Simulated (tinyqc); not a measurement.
Worked calculation: averaged masses of warped heavy- and light-hole bands. Values are carried at full precision from step to step, so a last printed digit may differ when a step is redone from the rounded ones.

Constants: Ry = 13.60569312 eV; a0 (Bohr radius) = 0.5291772105 angstrom; kB = 8.617333262e-05 eV/K; hbar^2/2m0 = 3.80998211 eV angstrom^2.

Values chosen for the exercise (near those of InP; not measured data):
- g1 = 5.06 (Luttinger gamma1)
- g2 = 1.59 (gamma2)
- g3 = 2.1 (gamma3)
- eps = 12.55 (dielectric constant)
- mso = 0.212 m0 (split-off mass)
- Dso = 0.107 eV (spin-orbit splitting)
- T = 300 K (temperature)

## Other forms of the parameters

Dresselhaus-Kip-Kittel form E = c [A k^2 -/+ sqrt(B^2 k^4 + C^2 (kx^2 ky^2 + ky^2 kz^2 + kz^2 kx^2))] with A = g1, B = 2 g2, C^2 = 12 (g3^2 - g2^2). Spherical form: mu = (6 g3 + 4 g2)/(5 g1), delta = (g3 - g2)/g1, masses 1/(g1 (1 -/+ mu)). Effective rydberg R* = Ry/(g1 eps^2) and radius a* = a0 g1 eps.

A, B, |C|: [5.060, 3.180, 4.752]

mu, delta: [0.7494, 0.1008]

spherical masses, heavy and light (m0): [0.7886, 0.1130]

R* = 17.07 meV
a* = 33.6 angstrom

delta/mu = 0.13 measures the warping against the spherical splitting.

## Masses along six directions

Four-band hole energies E = c k^2 f(u), c = hbar^2/2m0, f = g1 -/+ 2 sqrt(g2^2 + 3 (g3^2 - g2^2) s), s = ux^2 uy^2 + uy^2 uz^2 + uz^2 ux^2 for the unit vector u; minus for heavy, plus for light holes; the mass along u is 1/f.

Give s and both masses.

Masses (m0):
```
direction        s   heavy   light
[100]      0.00000  0.5319  0.1214
[110]      0.25000  0.9171  0.1107
[111]      0.33333  1.1628  0.1080
[210]      0.16000  0.7379  0.1141
[221]      0.29630  1.0408  0.1092
[411]      0.10185  0.6507  0.1165
```

The heavy mass grows by a factor of 2.19 from [100] to [111] while the light one shrinks by 11 %; 1/m_heavy + 1/m_light = 2 g1 in every direction.

## Density-of-states masses from three directions

m_d^(3/2) is the angular mean of m(u)^(3/2). The rule mean = (10 F[100] + 16 F[110] + 9 F[111])/35 is exact for cubic harmonics up to sixth order. Total m_d = (m_h^(3/2) + m_l^(3/2))^(2/3).

m^(3/2):
```
direction    heavy    light
[100]      0.38794  0.04228
[110]      0.87831  0.03685
[111]      1.25387  0.03549
```

m_d heavy, light (m0): [0.8866, 0.1131]

total = 0.9133 m0
share of light holes = 4.4 %

## Averages on a grid

Grid: n x n midpoints in cos(theta) from 0 to 1 and phi from 0 to pi/2, equal weights. m_d = <f^(-3/2)>^(2/3). Conductivity mass for one scattering time: 1/m_c = <|w|^2 f^(-5/2)>/<f^(-3/2)> with w = grad_k(k^2 f)/(2 k), that is |w|^2 = f^2 + |angular gradient of f|^2/4.

Use n = 40.

m_d heavy, light (m0): [0.8461, 0.1128]

m_c heavy, light (m0): [0.7072, 0.1123]

The three-direction rule differs from the grid by +4.78 % for heavy holes. Warping makes m_c of the heavy holes 16 % smaller than m_d; on a sphere the two are equal.

## Effective density of states

Nv = 2 (kT/(4 pi c))^(3/2) [m_h^(3/2) + m_l^(3/2) + mso^(3/2) exp(-Dso/kT)], c = hbar^2/2m0, parabolic bands, m_h and m_l the density-of-states masses from the grid; 1 angstrom^-3 = 1e24 cm^-3.

prefactor = 2.5094e+19 cm^-3

the three terms: [0.77832, 0.03788, 0.00156]

Nv = 2.052e+19 cm^-3

shares (%): [95.2, 4.6, 0.2]

kT/Dso = 0.24: thermal holes reach energies comparable with Dso, where the four-band form fails and the true Nv is larger.

## Checks

- m_d and m_c of heavy holes for g2 = g3 against 1/(g1 - 2 g3): they agree to 1e-10 or better.
- m_d of heavy holes on grids of 40 and 160: both 0.8461.

Run: tinyqc, `OMP_NUM_THREADS=1 python tinyqc.py 1081351 1081352 out.jsonl`; Intel(R) Xeon(R) Processor @ 2.30GHz, one thread, shared host; about 0.03 s of CPU time with all checks.
